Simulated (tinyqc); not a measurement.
From a target to a composition: model-solid line-up of a strained alloy layer on a substrate.

Problem. A layer of the alloy is strained to the substrate, and its gap (Ec minus the top valence edge) is given. Find x between 0.12 and 0.98, where the gap is monotonic.

All values of the alloy are linear in x but the gap, Eg(x) = (1 - x) Eg_A + x Eg_B - C x (1 - x), and the valence edge, Ev(x) = (1 - x) Ev_A + x Ev_B + fv C x (1 - x); Ec = Ev + Eg. Ev is the top of the unstrained valence band on a scale common to all materials. In the layer only the Gamma valley of the conduction band is followed, also where an X or L valley would lie lower.

Coherent growth on a (001) face: e_par = (a_s - a)/a, e_perp = -2 (C12/C11) e_par; exx = eyy = e_par, ezz = e_perp, no shear.

Strained edges: Ec + ac tr(e); the valence edges are Ev plus the levels of the 6 x 6 matrix of X, Y, Z times spin with -Dso/3 + l exx + m (eyy + ezz) on the diagonal (cyclic), n exy off it, l = av + 2 b, m = av - b, n = sqrt(3) d. Spin-orbit term (Dso/3) L.sigma on X, Y, Z with (L_k)_ij = -i epsilon_kij: <X+|H|Y+> = -i Dso/3, <X+|H|Z-> = Dso/3, <Y+|H|Z-> = -i Dso/3, <Z+|H|X-> = -Dso/3, <Z+|H|Y-> = i Dso/3, <X-|H|Y-> = i Dso/3, and their conjugates; + and - are the spin along z.

Values chosen for the exercise (A near GaAs, B near InAs, substrate near InP; not measured data):

| symbol | value | unit | meaning |
|---|---|---|---|
| a | (5.649, 6.049) | angstrom | lattice constant of A, B |
| Eg | (1.537, 0.423) | eV | gap at Gamma to the s-like level of A, B |
| Dso | (0.338, 0.391) | eV | spin-orbit splitting of A, B |
| Ev | (-0.8, -0.58) | eV | top of the unstrained valence band of A, B |
| ac | (-7.17, -5.01) | eV | conduction deformation potential of A, B |
| av | (1.14, 1.01) | eV | valence hydrostatic potential of A, B |
| b | (-2.02, -1.81) | eV | tetragonal shear potential of A, B |
| d | (-4.78, -3.61) | eV | trigonal shear potential of A, B |
| C11 | (122.8, 83.6) | GPa | of A, B |
| C12 | (56.2, 45.6) | GPa | of A, B |
| C44 | (60.4, 39.6) | GPa | of A, B |
| C | 0.411 | eV | bowing of the gap |
| fv | 0.3 |  | share of the bowing taken by the valence edge |
| a_s | 5.864 | angstrom | substrate |
| face | 001 |  | growth face |

strained gap = 0.532200 eV

Find: x; e_par; gap of the relaxed alloy.

Solution. Bisect on x; the strained gap is 0.9449 eV at x = 0.12 and 0.4888 eV at x = 0.98.

x = 0.920
e_par = -2.543 %
gap of the relaxed alloy = 0.482 eV

tinyqc: `OMP_NUM_THREADS=1 python tinyqc.py 1080920 1080921 out.jsonl`; about 0.02 s, one thread, shared Intel(R) Xeon(R) Processor @ 2.30GHz.
